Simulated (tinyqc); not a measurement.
# Cahn-Hilliard equation on a periodic one-dimensional grid, step by step

A worked calculation. Computed by tinyqc, a small Python program that keeps every step. Command: `OMP_NUM_THREADS=1 python tinyqc.py 3013330 3013331 out.jsonl cahn walk`. One thread of a shared host (Intel(R) Xeon(R) Processor @ 2.30GHz), about 0.1 s of CPU time with the checks. Intermediate numbers are printed to about 6 digits and carried at full precision; extremes and crossings named in words are read from the listed rows.

Free energy F = h sum_j [A (c_j^2 - 1)^2/4 + (kappa/2) ((c_(j+1) - c_j)/h)^2]; dc/dt = Lap(mu), mu = A (c^3 - c) - kappa Lap(c), Lap(y)_j = (y_(j+1) - 2 y_j + y_(j-1))/h^2, mobility 1; the grid has n = 12 points.

Inputs (values chosen for the exercise, in reduced units):

| quantity | value | unit |
|---|---|---|
| spacing h | 0.82 | - |
| well depth A | 1.6 | - |
| gradient coefficient kappa | 0.55 | - |
| mean composition c0 | -0.048 | - |
| noise amplitude | 0.1 | - |
| time step dt | 0.025 | - |
| end time | 60 | - |

Scheme: explicit Euler.

## Linear stability

f'' = A (3 c0^2 - 1). Mode m has lambda_m = (4/h^2) sin^2(pi m/n) and the rate w_m = -lambda_m (f'' + kappa lambda_m). In the continuum the fastest wavelength is 2 pi sqrt(2 kappa/|f''|) with the rate f''^2/(4 kappa). Explicit steps near c = +-1, where f'' = 2A, are stable for dt < 2/(16 kappa/h^4 + 8 A/h^2).

f'' = -1.58894

Modes of the grid:

| m | lambda_m | w_m |
|---|---|---|
| 1 | 0.39850 | 0.5458 |
| 2 | 1.48721 | 1.1466 |
| 3 | 2.97442 | -0.1398 |
| 4 | 4.46163 | -3.8591 |
| 5 | 5.55034 | -8.1243 |
| 6 | 5.94884 | -10.0114 |

fastest wavelength = 5.22784

largest rate = 1.14761

explicit limit of dt = 0.0519480

2 mode(s) grow; the fastest on the grid is m = 2, while the box holds 1.88 fastest wavelengths. dt is 0.48 of the explicit limit.

## The first step

random numbers: -0.890  0.995  0.472  0.839  0.350  -0.513  -0.859  0.779  0.190  0.322  -0.214  -0.585

Start: c_j = c0 + amplitude x (z_j - mean of z). c(new) = c + dt Lap(mu).

c at the start: -0.144383  0.044117  -0.008183  0.028517  -0.020383  -0.106683  -0.141283  0.022517  -0.036383  -0.023183  -0.076783  -0.113883

mu at the start: 0.047063  0.126517  -0.059706  0.024428  0.063192  0.126462  0.059257  0.146153  -0.000839  0.091713  0.108633  0.174452

c after one step: -0.136693  0.034239  0.001869  0.026830  -0.019472  -0.111534  -0.135554  0.013821  -0.027477  -0.025995  -0.074965  -0.121067

F at the start = 3.91504

F after one step = 3.91180

## The run

Run to the end time; break off if |c| exceeds 3 or F has risen by more than 1e-9 in more than 30 steps. Domains = stretches with c > c0.

Course:

| step | t | F | min c | max c | domains |
|---|---|---|---|---|---|
| 0 | 0.0 | 3.91504 | -0.144383 | 0.044117 | 2 |
| 48 | 1.2 | 3.79327 | -0.306544 | 0.234767 | 2 |
| 120 | 3.0 | 3.27214 | -0.764008 | 0.714026 | 2 |
| 240 | 6.0 | 3.23206 | -0.831867 | 0.799842 | 2 |
| 360 | 9.0 | 3.22916 | -0.828423 | 0.802650 | 2 |
| 480 | 12.0 | 3.22890 | -0.826158 | 0.800727 | 2 |
| 720 | 18.0 | 3.22867 | -0.824182 | 0.796286 | 2 |
| 960 | 24.0 | 3.22850 | -0.823245 | 0.791895 | 2 |
| 1320 | 33.0 | 3.22832 | -0.822742 | 0.785875 | 2 |
| 1680 | 42.0 | 3.22821 | -0.822722 | 0.780769 | 2 |
| 2040 | 51.0 | 3.22814 | -0.822837 | 0.776602 | 2 |
| 2400 | 60.0 | 3.22809 | -0.822957 | 0.773280 | 2 |

c at the end: -0.552407  0.468585  0.773280  0.468737  -0.552239  -0.822857  -0.573308  0.430377  0.750087  0.430188  -0.573484  -0.822957

F at the end = 3.22809

steps in which F rose = 0

F never rises by more than 1e-9 in a step. The count of domains goes from 2 in the noise to 2 at the end, and c spans -0.823 to 0.773.

## Interfaces

Continuum wall between c = -1 and +1: c = tanh(x/w), w = sqrt(2 kappa/A), energy s = (2/3) sqrt(2 kappa A). With two walls per domain, the estimate of F at the end is 2 x domains x s. Volume fraction of the +1 phase by the lever rule: (1 + c0)/2.

wall half width w = 0.829156

wall energy s = 0.884433

estimate of F = 3.53773

volume fraction = 0.476

w/h = 1.01117

The run ends at F = 3.2281, 0.91 of the estimate: walls this close overlap, or the grid resolves them poorly.

Checks made by the program: conservation of the mean (relative difference below 1e-10).
